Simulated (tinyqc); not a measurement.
One-dimensional ballistic tunnel FET, two-band WKB: two steps of the calculation.

A p-type source for x < 0 with its Fermi level at 0 and its valence edge at ds; in the channel the bands fall as D exp(-x/lam) towards their flat values, with the conduction edge at Ec = ds - dP and D = dP + Eg. The gate moves dP one to one. The drain Fermi level lies at -Vd and the drain side reflects nothing. For w = E - Ec between 0 and dP an electron crosses the gap. Two-band dispersion with equal masses m: inside the gap kappa = sqrt(m u (1 - u/Eg)/C), u the distance from a band edge, C = hbar^2/(2 m0).

Parameters, values chosen for the exercise; band and dielectric values close to those of In0.53Ga0.47As:

| symbol | value | unit | meaning |
|---|---|---|---|
| Eg | 0.732 | eV | band gap |
| m | 0.04 | m0 | band-edge mass of the two-band model |
| lam | 5.1 | nm | screening length of the source junction |
| dP | 0.22 | eV | tunnelling window Ev(source) - Ec(channel) |
| w0 | 0.14 | eV | energy above the channel conduction edge |
| nc | 8 |  | cells of the path |

Constants: q = 1.602176634e-19 C, hbar = 1.054571817e-34 J s, m0 = 9.1093837015e-31 kg, hbar^2/(2 m0) = 0.0380998212 eV nm^2. Results are converted to the units shown.

Problem 1. The path through the gap by the midpoint rule. At w = w0 the path runs from xa = lam ln(D/(w + Eg)) to xb = lam ln(D/w); u(x) = w + Eg - D exp(-x/lam) is the height above the valence edge. Cut it into nc equal cells: S = 2 (cell width) times the sum of kappa at the centres.

Wanted: xa; xb; x; u; kappa; S.

Solution 1.

xa = 0.44766 nm
xb = 9.7763 nm

```
cell  x (nm)   u (eV)  kappa (1/nm)
0     1.0307  0.09420       0.29355
1     2.1968  0.25317       0.41698
2     3.3629  0.37965       0.43802
3     4.5289  0.48028       0.41641
4     5.6950  0.56035       0.37142
5     6.8611  0.62404       0.31084
6     8.0272  0.67472       0.23543
7     9.1933  0.71504       0.13187
```

S = 6.0975

Problem 2. The exponent in closed form. S(w) = 2 lam int_0^Eg kappa(u) du/(w + Eg - u) = 2 pi lam sqrt(m/(C Eg)) [w + Eg/2 - sqrt(w (w + Eg))], T(w) = exp(-S). The common triangular estimate is S = (4/3) lam sqrt(m/C) Eg^1.5/(dP + Eg) for all w.

Give: S(w0); T(w0); triangular S.

Solution 2.

S(w0) = 6.0097
T(w0) = 0.0024547
triangular S = 4.5836

tinyqc, about 0.01 s, one thread, Intel Xeon 2.30GHz (shared host): `OMP_NUM_THREADS=1 python tinyqc.py 2620139 2620140 out.jsonl`
